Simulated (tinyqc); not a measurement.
Inside a calculation. Model: undoped symmetric double-gate MOSFET, analytic potential model.

tinyqc, about 0.01 s, one thread, Intel Xeon 2.30GHz (shared host): `OMP_NUM_THREADS=1 python tinyqc.py 2440088 2440089 out.jsonl` Printed values are rounded.

An undoped body of thickness ts between two equal insulators and tied gates; long channel, electrons only, n = ni exp((psi - V)/Vt) with V the quasi-Fermi potential (0 at the source, Vd at the drain), constant mobility, no quantisation. Across the body psi(x) = V - 2 Vt ln[(ts/(2 beta)) sqrt(q ni/(2 eps0 eps_r Vt)) cos(2 beta x/ts)], x from the centre. Q is the electron charge per area of the whole body.

Inputs (values chosen for the exercise); material values close to those of germanium:
- T = 300 K (temperature)
- Eg = 0.657 eV (band gap)
- eps_r = 16.3 (relative permittivity of the semiconductor)
- Nc = 1.05e19 cm^-3 (conduction-band density of states at T)
- Nv = 6.07e18 cm^-3 (valence-band density of states at T)
- eox = 7.17 (relative permittivity of the gate insulator)
- tox = 4.2 nm (insulator thickness)
- ts = 20 nm (body thickness)
- dphi = -0.02 V (gate work function less that of the intrinsic body)
- mu = 180 cm^2/(V s) (channel mobility)
- L = 0.5 um (gate length)
- Vg = 0.55 V (gate voltage)
- Vd = 0.3 V (drain voltage)

Constants: q = 1.602176634e-19 C, kB = 1.380649e-23 J/K, Vt = kB T/q, eps0 = 8.8541878128e-14 F/cm where lengths are in cm. Results are converted to the units shown.

Range of the model: The surface density at the source passes 0.3 Nc, where Boltzmann statistics fail.

## Constants of the body

ni = sqrt(Nc Nv) exp(-Eg/(2 Vt)), Eg in volts; r = eps_r tox/(eox ts); V0 = dphi + 2 Vt ln[(2/ts) sqrt(2 eps0 eps_r Vt/(q ni))].

ni = 2.418978e13 cm^-3
r = 0.4774059
V0 = 0.2350421 V

## Iteration 1: beta at the source by Newton steps in z = ln(tan beta)

z at the start = 0

With V = 0, t = exp(z), beta = arctan(t): f = ln(beta) + (1/2) ln(1 + t^2) + 2 r beta t - (Vg - V0)/(2 Vt); with c = t/(1 + t^2), df/dz = c/beta + t c + 2 r t (c + beta); z(new) = z - f/(df/dz).

beta = 0.7853982
f = -5.236642
df/dz = 2.363933
z after iteration 1 = 2.215224

## Iteration 2: beta at the source by Newton steps in z = ln(tan beta)

As before.

beta = 1.462097
f = 9.301908
df/dz = 14.79802
z after iteration 2 = 1.586633

## Course of the iteration: beta at the source by Newton steps in z = ln(tan beta)

Stop when z changes by less than 1e-11, or after 60 iterations.

Course of the iteration:
```
iteration         z  |change|
1          2.215224      2.22
2          1.586633     0.629
3          1.322855     0.264
4          1.288098    0.0348
5          1.287583   5.16e-4
6          1.287582   1.11e-7
7          1.287582   < 1e-12
```

Converged in 7 iterations. At the end the number of correct digits about doubles with each step.

## Charges and drain current

beta_s = 1.301559
beta_d = 0.6550402

beta (between 0 and pi/2) solves (Vg - V0 - V)/(2 Vt) = ln(beta) - ln(cos beta) + 2 r beta tan(beta). Q = 8 eps0 eps_r Vt beta tan(beta)/ts; I = mu (1/L)(4 eps0 eps_r/ts)(2 Vt)^2 [g(beta_s) - g(beta_d)] per width, g = beta tan(beta) - beta^2/2 + r beta^2 tan^2(beta), with beta_s at V = 0 and beta_d at V = Vd.

Qs = 703.9541 nC/cm^2
Qd = 75.09758 nC/cm^2
g(beta_s) = 14.49158
g(beta_d) = 0.4095364
I = 39.11854 uA/um

The term r beta^2 tan^2(beta), which gives the square law, makes up 73.3 % of g at the source.

## Potential and electron density across the body at the source

x/ts, point 0 to 6: 0  0.1  0.2  0.3  0.4  0.45  0.5

psi(x) as above with V = 0 and beta = beta_s; n = ni exp(psi/Vt).

```
point    psi (V)    n (cm^-3)
0      0.2686693  7.890016e17
1      0.2704413  8.449775e17
2      0.2760180  1.048407e18
3      0.2863589  1.564044e18
4      0.3039786  3.092055e18
5      0.3175057  5.217866e18
6      0.3371396  1.115134e19
```

The density at the surface is 14.1 times that at the centre (1/cos^2 beta). It reaches 1.1 Nc, where Boltzmann statistics overestimate it.
